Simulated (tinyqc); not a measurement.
Speciation in dilute and buffered hydrofluoric acid, oxide etch rate and bath loading. Which input was changed? Computed by tinyqc, a small Python program. Command: `OMP_NUM_THREADS=1 python tinyqc.py 3120523 3120524 out.jsonl hfetch which`. One thread of a shared host (Intel(R) Xeon(R) Processor @ 2.30GHz), about 0.03 s of CPU time with the checks.

Concentrations stand for activities, NH4+ and Cl- are spectators, and water ionisation is neglected. H, F and HF2 denote the ions H+, F- and HF2-. The base temperature is 298 K.

Inputs (values chosen for the exercise, of the order of those for thermal oxide at room temperature):

| quantity | value | unit |
|---|---|---|
| HF added | 0.47 | mol/L |
| NH4F added | 1.5 | mol/L |
| HCl added | 0 | mol/L |
| K1 = [H][F]/[HF] | 0.000749 | mol/L |
| K2 = [HF2]/([HF][F]) | 3.48 | L/mol |
| K3 = [H2F2]/[HF]^2 | 0 | L/mol |
| rate constant of neutral HF k_a | 12 | nm L/(min mol) |
| rate constant of HF2 k_b | 61 | nm L/(min mol) |
| activation energy | 0.42 | eV |
| temperature error | 2.4 | K |
| oxide removed per wafer | 1.1 | nm |

Constants: k_B = 8.617333262e-05 eV/K.

Method:
- Fluoride balance: [HF] + [F] + 2 [HF2] + 2 [H2F2] = HF added + NH4F added. Acid balance: [H] + [HF] + [HF2] + 2 [H2F2] = HF added + HCl added. For a trial [H], [HF] = [H][F]/K1, and the fluoride balance is a quadratic in [F].
- The root is refined to 1e-13 in pH = -log10 [H].
- Rate = k_a ([HF] + 2 [H2F2]) + k_b [HF2], an empirical two-term form.
- Time = oxide/rate; a temperature error changes the rate by exp((E_a/k_B)(1/298 - 1/(298 + error))) - 1.

Question. One of these inputs alone was changed, within the range given: NH4F added (0.75 to 3); K1 = [H][F]/[HF] (0.0003745 to 0.001498); K2 = [HF2]/([HF][F]) (1.74 to 6.96); rate constant of neutral HF k_a (6 to 24). Which one, and to what value?

Results:

| run | etch rate (nm/min) | pH | [HF2] (mol/L) |
|---|---|---|---|
| before | 23.98340 | 4.196636 | 0.3743706 |
| after | 23.79035 | 4.196636 | 0.3743706 |

Answer.

Each candidate set to reproduce etch rate, and what it then gives:

| candidate | range searched | value needed | pH | [HF2] (mol/L) |
|---|---|---|---|---|
| NH4F added (mol/L) | 0.75 to 3 | 1.440 | 4.1570 | 0.37043 |
| K1 = [H][F]/[HF] (mol/L) | 0.0003745 to 0.001498 | out of reach | - | - |
| K2 = [HF2]/([HF][F]) (L/mol) | 1.74 to 6.96 | 3.296 | 4.1806 | 0.37043 |
| rate constant of neutral HF k_a (nm L/(min mol)) | 6 to 24 | 9.980 | 4.1966 | 0.37437 |

Only rate constant of neutral HF k_a fits every result: it went from 12 to 9.98 nm L/(min mol). The next best candidate, NH4F added, misses one result by 1.1 %.

Caution: at ionic strengths above about 0.5 mol/L activities differ much from concentrations, so pH and rates are only indicative.
